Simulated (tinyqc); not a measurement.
Strain and the order of the valence edges: six-band k.p model of the valence band of a wurtzite crystal.

At k = 0: E1 = D1c + D2c + Te + Le (pure HH); E2, E3 = Le + u +/- sqrt(u^2 + 2 D3c^2), u = (D1c - D2c + Te)/2, D1c = Dcr, D2c = D3c = Dso/3. The weight of LH in state 2 is fL = (E2 - Le)^2/((E2 - Le)^2 + 2 D3c^2). Relative strengths of transitions to the conduction band: for E perpendicular to c (TE) 1/2, fL/2, (1 - fL)/2; for E along c (TM) 0, 1 - fL, fL, with one momentum element for both directions.

Strain of a c-plane layer: exx = eyy = e_par, ezz = -2 (C13/C33) e_par; Le = D1 ezz + D2 (exx + eyy), Te = D3 ezz + D4 (exx + eyy).

Conduction edge: Ec = (top of the unstrained valence band) + Eg + (a1 + D1) ezz + (a2 + D2)(exx + eyy).
Constants: kB = 8.617333262e-05 eV/K.

Inputs chosen for the exercise (near those of AlGaN; the results hold for these values, not for the real material):
- Dcr = -0.1143 eV (crystal-field splitting)
- Dso = 0.0192 eV (spin-orbit splitting)
- Eg = 5.727 eV (direct gap at Gamma from the top of the unstrained valence band)
- a1 = -3.72 eV (gap potential along c)
- a2 = -12.24 eV (gap potential in the plane)
- D1 = -14.06 eV
- D2 = 7.27 eV
- D3 = 8.93 eV
- D4 = -3.82 eV
- C13 = 107 GPa
- C33 = 391 GPa
- T = 100 K (temperature)

Edges from the unstrained top. Degree of polarisation (TE - TM)/(TE + TM), each state weighted by exp(E/kT) alone (equal densities of states).

Results:
```
e_par (%)  E1 (meV)  E2 (meV)  E3 (meV)     fL  lowest transition (eV)  polarisation
-0.80        -186.2    -175.1    -202.5  0.125                  5.9038        -0.602
-0.60        -166.8    -132.4    -181.4  0.035                  5.8606        -0.943
-0.40        -147.4     -88.5    -161.3  0.016                  5.8163        -0.983
-0.20        -128.0     -44.3    -141.6  0.009                  5.7717        -0.991
0.00         -108.6       0.0    -122.0  0.006                  5.7270        -0.994
0.20          -89.2      44.4    -102.5  0.004                  5.6822        -0.996
0.40          -69.7      88.7     -83.0  0.003                  5.6374        -0.997
0.60          -50.3     133.2     -63.5  0.002                  5.5926        -0.998
0.80          -30.9     177.6     -44.1  0.002                  5.5478        -0.998
```

E1 = E2 requires Dcr + Te = 0, which here falls at e_par = -0.91 %, outside the sweep, so state 2 stays on top. The polarisation goes from -0.60 to -1.00; the lowest transition moves by -223 meV per 1 % on average.

Computed by tinyqc, a small Python program: `OMP_NUM_THREADS=1 python tinyqc.py 1080007 1080008 out.jsonl` (the numbers bound the seed that draws the inputs); one thread of a shared host (Intel(R) Xeon(R) Processor @ 2.30GHz), about 0.01 s for the whole set of steps.
